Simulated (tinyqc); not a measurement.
Lossy on-chip transmission line with skin effect: one step of the calculation.

A uniform line in a homogeneous dielectric: c = sqrt(er)/(c0 Z0), l = Z0 sqrt(er)/c0 (c0 = 299792458 m/s), g = w c td, w = 2 pi f. The resistance joins its limits as r = sqrt(r_dc^2 + r_hf^2), with r_dc = rho/(wd th), r_hf = kr rho/(2 delta (wd + th)), delta = sqrt(rho/(pi f mu0)), mu0 = 4 pi 1e-7 H/m; this is an interpolation, and internal inductance, up to 0.05 nH/mm at low frequency, is neglected.

Problem. Reflection, input impedance and transfer. ZL = 1/(1/RL + i w CL); reflection (ZL - Zc)/(ZL + Zc); Zin = Zc (ZL + Zc tanh(gamma len))/(Zc + ZL tanh(gamma len)); H = V_load/V_source = [Zin/(Zin + Rg)]/[cosh(gamma len) + (Zc/ZL) sinh(gamma len)].

Inputs (values chosen for the exercise): source resistance Rg = 50 ohm; load resistance RL = 1e5 ohm; load capacitance CL = 300 fF; frequency f = 0.29 GHz.

gamma len = 0.081988308+0.082411241i
Zc = 353.66405-348.34793i ohm

Give: ZL; reflection at the load; Zin; H; |H|.

Solution.

ZL = (0.033-1.829i) x 1e3 ohm
reflection at the load = 0.6338-0.2598i
Zin = (0.060-1.280i) x 1e3 ohm
H = 0.9936-0.0768i
|H| = -0.03014 dB

Program tinyqc, `OMP_NUM_THREADS=1 python tinyqc.py 2810161 2810162 out.jsonl`; Intel Xeon 2.30GHz, shared host, one thread, about 0.01 s.
